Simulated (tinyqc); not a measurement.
Electroplating on a thin resistive seed layer: kinetics, Wagner number and the terminal effect across a wafer. From edge over centre, full model back to seed resistivity. Computed by tinyqc, a small Python program. Command: `OMP_NUM_THREADS=1 python tinyqc.py 3120440 3120441 out.jsonl terminal inv`. One thread of a shared host (Intel(R) Xeon(R) Processor @ 2.30GHz), about 0.08 s of CPU time with the checks.

Current enters the seed at the rim. The bath is treated as a local resistance per area (no lateral flow in the liquid), two electrons per ion, molar volume 7.11 cm^3/mol, Faraday constant F = e N_A, kinematic viscosity 0.01 cm^2/s, omega = 2 pi x rpm/60; k_B T/e is in volts.

Inputs (values chosen for the exercise, of the order of those for copper plating on a thin cobalt or ruthenium seed): wafer radius R = 7.5 cm; seed thickness t = 9.9 nm; bath conductivity kappa = 0.045 S/cm; gap to the anode h = 10 cm; extra resistance of a porous plate = 0 ohm cm^2; exchange current density i_0 = 0.1 mA/cm^2; cathodic transfer coefficient alpha = 0.39; mean current density = 22 mA/cm^2; diffusivity of the metal ion = 4.4e-06 cm^2/s; metal ion concentration = 0.31 mol/L; rotation rate = 30 rpm; temperature T = 298 K.

Constants: e = 1.602176634e-19 C; N_A = 6.02214076e+23 1/mol; k_B = 8.617333262e-05 eV/K.

Method:
- Growth rate = i V_m/(2 F). Levich limit i_L = 0.62 x 2 F D^(2/3) omega^(1/2) nu^(-1/6) c. Tafel overpotential eta = (k_B T/(alpha e)) ln(i/i_0); kinetic resistance k_B T/(alpha e i); bath resistance h/kappa + plate; R_s = resistivity/t; Wagner number = kinetic resistance x kappa/R.
- Linearised: with R_t = kinetic + bath resistance the current density obeys (1/r)(r i')' = i R_s/R_t, so i = A I_0(r/l), l = sqrt(R_t/R_s); with x = R/l, edge/centre = I_0(x) and edge/mean = x I_0(x)/(2 I_1(x)).
- Voltage drop in the seed for a uniform current: i R_s R^2/4.
- Full model: seed potential phi(r) with (1/r)(r phi')' = R_s i, where i solves phi = R_b i + (k_B T/(alpha e)) ln(i/i_0) (phi being the driving voltage left at r); phi'(0) = 0 and phi'(R) = R_s i_mean R/2. Solved by collocation to a tolerance of 1e-7.

Task: A run gave the result below. Find the seed resistivity, known to lie between 6.4 and 13 microohm cm.

edge over centre, full model = 1.798879

Result:

Each step takes the trial c = (a f_b - b f_a)/(f_b - f_a), f being the result less the target and a, b, c the logarithms of the listed values; c replaces end b, the old b replaces a if the sign of f changed, and otherwise f_a is halved.

Scan of the range:
```
seed resistivity (microohm cm)  edge over centre, full model
6.40                                                 1.44616
7.20                                                 1.50820
8.11                                                 1.58055
9.12                                                 1.66311
10.30                                                1.76264
11.60                                                1.87621
13.00                                                2.00323
```

False position (Illinois rule, in the logarithm of the input) inside the bracket:
```
step    end a    end b    trial  edge over centre, full model
1     10.3000  11.6000  10.6981                       1.79698
2     11.6000  10.6981  10.7189                       1.79878
3     11.6000  10.7189  10.7210                       1.79897
4     10.7189  10.7210  10.7200                       1.79888
5     10.7210  10.7200  10.7200                       1.79888
```

Edge over centre, full model rises at every point of a 13-point scan of the range (every second point is shown), so one value fits; it is bracketed by 10.3 and 11.6. Answer: seed resistivity = 10.72 microohm cm.

Caution: the mean current exceeds 0.3 i_L, so depletion of metal ions, left out of the distribution, matters. Caution: at the rim the current nears the limiting value, which would flatten the real profile.
